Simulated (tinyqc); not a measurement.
Gaussian against the exact two-step profile: two-step dopant diffusion (predeposition and drive-in) with a constant diffusivity. Computed by tinyqc, a small Python program. Command: `OMP_NUM_THREADS=1 python tinyqc.py 3007083 3007084 out.jsonl dopdiff walk`. One thread of a shared host (Intel(R) Xeon(R) Processor @ 2.30GHz), about 0.07 s of CPU time with the checks.

Fick diffusion into a half space x > 0 whose background doping C_B is of the opposite type, so that a junction lies where C = C_B.

Inputs (values chosen for the exercise, modelled on antimony in silicon):
```
quantity,value,unit
prefactor D0,4.41,cm^2/s
activation energy E,3.9,eV
surface concentration C_s,2.2e+19,1/cm^3
background doping C_B,2.5e+15,1/cm^3
predeposition temperature T1,850,C
predeposition time t1,10,min
drive-in temperature T2,1000,C
drive-in time t2,480,min
```

Furnace ramps of the drive-in: none.

Constants: k_B = 8.617333262e-05 eV/K.

Method:
- D = D0 exp(-E/(k_B T)).
- Temperatures in kelvin are T(C) + 273.15.
- Times in seconds are 60 times the minutes.
- (Dt)2 = D2 t2, t2 in seconds.
- C = C_s erfc(x/(2 sqrt(D1 t1))); dose Q = 2 C_s sqrt(D1 t1/pi); the junction solves erfc(z) = C_B/C_s with x_j = 2 z sqrt(D1 t1).
- With a sealed surface and a thin source, C = Q/sqrt(pi (Dt)2) exp(-x^2/(4 (Dt)2)); x_j = 2 sqrt((Dt)2 ln(C(0)/C_B)); gradient at the junction |dC/dx| = C_B x_j/(2 (Dt)2).
- Exact two-step profile: C = (2 C_s/pi) int_0^alpha exp(-beta (1 + u^2))/(1 + u^2) du with alpha = sqrt(D1 t1/(Dt)2), beta = x^2/(4 (D1 t1 + (Dt)2)).
- The integral takes 48 Gauss-Legendre points; solve C(x) = C_B.
- Gaussian: C = Q/sqrt(pi (Dt)2) exp(-x^2/(4 (Dt)2)).
- Depths are fractions of the Gaussian x_j.

surface concentration C(0) (Gaussian) = 1.88267e+17 1/cm^3

junction depth x_j = 0.282924 um

drive-in budget (Dt)2 = 4.63061e-11 cm^2

product D1 t1 = 8.36722e-15 cm^2

exact junction depth = 0.282939 um

Profiles:
```
x/x_j,x (um),Gaussian (1/cm^3),exact (1/cm^3),ratio
0.0,0.00000,1.8827e+17,1.8826e+17,1.0001
0.2,0.05658,1.5838e+17,1.5837e+17,1.0000
0.4,0.11317,9.4293e+16,9.4295e+16,1.0000
0.6,0.16975,3.9730e+16,3.9735e+16,0.9999
0.8,0.22634,1.1847e+16,1.1850e+16,0.9997
1.0,0.28292,2.5000e+15,2.5012e+15,0.9995
1.2,0.33951,3.7336e+14,3.7362e+14,0.9993
```

What follows from these numbers?

With D1 t1/(Dt)2 = 1.8e-4, the Gaussian is 0.0060 % high at the surface and 0.046 % low at its own junction; the exact junction lies at 0.2829 um, 0.0053 % deeper. The dose is the same, but the real source already has a width, which is negligible here. Caution: C_s exceeds the intrinsic carrier density of silicon at the predeposition temperature (2e18 to 1e19 per cm^3), where real diffusivities rise with concentration and profiles turn box-like.
